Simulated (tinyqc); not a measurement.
Worked calculation: Hubbard ring of 4 sites. One step of it, computed by the program tinyqc.

Question. Mean-field iteration 3. H(up) = T + U n(down), H(down) = T + U n(up); fill the lowest levels; n(new) = n + mixing (n(out) - n); E = tr T (rho up + rho down) + U sum n_up n_down of the output.

one-body matrix (hopping and site energies) (eV), order 1, 2, 3, 4:
```
[[0.060000, -1.040000, 0.000000, -1.040000],
 [-1.040000, 0.250000, -1.040000, 0.000000],
 [0.000000, -1.040000, 0.470000, -1.040000],
 [-1.040000, 0.000000, -1.040000, 0.860000]]
```

U = 10.200000 eV

electrons, up and down: [2, 2]

mixing = 1

n(up) after iteration 2: [0.954270, 0.040169, 0.959139, 0.046423]

n(down) after iteration 2: [0.041056, 0.956927, 0.042831, 0.959187]

Give: levels, up; levels, down; energy; n(up) after iteration 3; n(down) after iteration 3.

Answer.

levels, up (eV): [0.1773, 0.7779, 10.1653, 10.9195]

levels, down (eV): [0.3678, 1.1684, 9.9318, 10.5720]

energy = 0.8093 eV

n(up) after iteration 3: [0.9803, 0.0219, 0.9786, 0.0193]

n(down) after iteration 3: [0.0242, 0.9786, 0.0219, 0.9753]
